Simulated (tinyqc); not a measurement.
Random telegraph noise from one oxide trap in a small MOSFET: one step of the calculation.

An acceptor-like trap exchanges electrons with the channel. Inversion charge Q = Cox u, u = n Vt W0(exp((Vg - VT)/(n Vt))), W0 the Lambert function, n = nf, Cox = eps0 eox/tox; linear regime Id = (W/L) mu Q Vd. Relative to threshold the surface potential rises by Vt ln(u/u0) and the oxide voltage by the rest of Vg - VT, with u0 = n Vt W0(1).

Problem. Trap level, time constants and occupancy. N = Cox u/q; dpsi = Vt ln(u/u0); E = E0 - dpsi - (xt/tox)(Vg - VT - dpsi); capture time tc = 1/[(N/zi) vth s0 exp(-xt/lt - EB/Vt)]; emission time te = tc exp(-E/Vt); occupancy te/(tc + te).

Inputs (values chosen for the exercise); values of the order met in silicon transistors: temperature T = 300 K; relative permittivity of the gate insulator (close to silicon dioxide) eox = 3.9; insulator thickness tox = 1.5 nm; depth of the trap from the channel interface xt = 0.14 nm; trap level above the channel Fermi level at threshold E0 = 0.16 eV; capture prefactor s0 = 5e-15 cm^2; capture barrier (lattice relaxation) EB = 0.25 eV; tunnelling decay length lt = 0.15 nm; thermal velocity vth = 1.8e7 cm/s; thickness of the inversion layer zi = 1.8 nm; threshold voltage VT = 0.26 V; body factor nf = 1.18; gate voltage Vg = 1.02 V.

Constants: q = 1.602176634e-19 C, kB = 1.380649e-23 J/K, Vt = kB T/q, eps0 = 8.8541878128e-14 F/cm where lengths are in cm. Results are converted to the units shown.

Give: u; N; dpsi; E; tc; te; occupancy.

Solution.

u = 0.6659 V
N = 9.569e12 cm^-2
dpsi = 0.09437 V
E = 0.003503 eV
tc = 8.421e-9 s
te = 7.353e-9 s
occupancy = 0.4662

The trap lies 0.14 Vt above the Fermi level, so it is empty most of the time.

Range of the model: VT is taken as given; short-channel effects and the uneven flow of current among few electrons are left out.

tinyqc, about 0.01 s, one thread, Intel Xeon 2.30GHz (shared host): `OMP_NUM_THREADS=1 python tinyqc.py 2710082 2710083 out.jsonl`
